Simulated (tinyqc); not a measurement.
Long runs: velocity against field: Monte Carlo simulation of one carrier in a uniform electric field. Computed by tinyqc, a small Python program. Command: `OMP_NUM_THREADS=1 python tinyqc.py 3009659 3009660 out.jsonl mcfl walk`. One thread of a shared host (Intel(R) Xeon(R) Processor @ 2.30GHz), about 3 s of CPU time with the checks.

The force e F acts along +z. Flights end at the constant total rate Gamma; the part of Gamma that the real rates do not fill is self-scattering, which leaves k unchanged. One valley, no impurities and no intervalley scattering.

Inputs (values chosen for the exercise, for a model polar semiconductor):

| quantity | value | unit |
|---|---|---|
| effective mass m | 0.074 | m_0 |
| static permittivity eps_s | 9.15 | - |
| high-frequency permittivity eps_inf | 8.22 | - |
| density rho | 4520 | kg/m^3 |
| sound velocity v_l | 5780 | m/s |
| acoustic deformation potential D_A | 5.1 | eV |
| optical phonon energy hbar w | 55.6 | meV |
| lattice temperature T | 300 | K |
| electric field F | 0.18 | kV/cm |
| energy E_max up to which Gamma must cover the rates | 1 | eV |
| seed of the random numbers | 37448 | - |

Crystal: polar. Band: parabolic.

Constants: k_B = 1.380649e-23 J/K; e = 1.602176634e-19 C; hbar = 1.054571817e-34 J s; m_0 = 9.1093837015e-31 kg; hbar = 6.582119569e-16 eV s; eps_0 = 8.8541878128e-12 F/m; k_B = 8.617333262e-05 eV/K.

Method:
- Parabolic band: E = hbar^2 k^2/(2 m), speed v = hbar k/m, states per spin, volume and energy g(E) = m k/(2 pi^2 hbar^2). Masses are multiplied by m_0 and all formulas are in SI units.
- Phonon occupation N_q = 1/(exp(hbar w/(k_B T)) - 1).
- Acoustic deformation potential (elastic, equipartition, absorption and emission together): 1/tau = 2 pi k_B T D_A^2 g(E)/(hbar rho v_l^2).
- Polar optical, unscreened: W = e^2 w (1/eps_inf - 1/eps_s) m (1 + 2 alpha E') ln|(k + k')/(k - k')| / (4 pi eps_0 hbar^2 k), times N_q for absorption (E' = E + hbar w) and N_q + 1 for emission (E' = E - hbar w > 0), with alpha = 0 for a parabolic band; mean cosine of the angle <cos> = (k^2 + k'^2)/(2 k k') - 1/ln|(k + k')/(k - k')|.
- Gamma is 1.05 times the largest total rate on the grid E = (j + 1/2) E_max/400, j = 0..399.
- On the grid E_j = (j + 1/2) hbar w/12 up to 20 k_B T + 2 hbar w, solve (sum of rates) l(E) = v(E) + W_abs <cos> l(E + hbar w) + W_em <cos> l(E - hbar w); mu_0 = e sum g v l exp(-E/k_B T)/(3 k_B T sum g exp(-E/k_B T)).
- Flight: t = -ln(r1)/Gamma; k_z grows by e F t/hbar; E follows from the band; dz = (E_end - E_start)/(e F).
- Choice: with cumulative rates in the order acoustic, absorption, emission, the process is the first whose sum exceeds r2 Gamma; if none, self-scattering.
- Final state: E' = E, E + hbar w or E - hbar w gives k'. Isotropic processes: cos(theta) = 1 - 2 r3 from the z axis, phi = 2 pi r4, k' (sin theta cos phi, sin theta sin phi, cos theta). Polar processes: cos(b) = [1 + xi - (1 + 2 xi)^r3]/xi, xi = 2 k k'/(k - k')^2, b from the old direction n; new direction cos b n + sin b (cos phi e1 + sin phi e2), e1 = (z x n)/|z x n|, e2 = n x e1.
- Each row: 250 carriers from a thermal start, 1600 flights each, the first half discarded, random numbers not printed; the error is the standard error over ten groups; the mean energy is taken at the ends of flights, which sample time evenly. Fields at which more than 0.02 % of the events exceed Gamma are left out.

Gamma = 8.13140 1e12/s

low-field mobility mu_0 = 17598.3 cm^2/(V s)

Monte Carlo results:

| F (kV/cm) | drift velocity (1e5 m/s) | error (1e5 m/s) | mu_0 F (1e5 m/s) | mean energy (meV) | real events (%) |
|---|---|---|---|---|---|
| 0.045 | 0.0605 | 0.021 | 0.0792 | 39.1 | 27.5 |
| 0.090 | 0.1260 | 0.017 | 0.1584 | 39.4 | 27.5 |
| 0.180 | 0.2740 | 0.016 | 0.3168 | 39.5 | 27.6 |
| 0.360 | 0.5570 | 0.017 | 0.6335 | 39.8 | 27.9 |
| 0.720 | 1.0100 | 0.019 | 1.2671 | 41.8 | 29.0 |

What follows from these numbers?

At the lowest field the drift velocity is 0.76 +/- 0.27 of the ohmic value mu_0 F, at the highest 0.80 +/- 0.01. The mean energy goes from 39 to 42 meV against the parabolic-band thermal value 3 k_B T/2 = 39 meV: the curve bends below the ohmic line although the mean energy changes little, since phonon emission removes both energy and momentum. Only 28 to 29 % of the events are real; the rest is the price of a constant Gamma.

Extremes, crossings and ranges named in words are read from the listed rows.
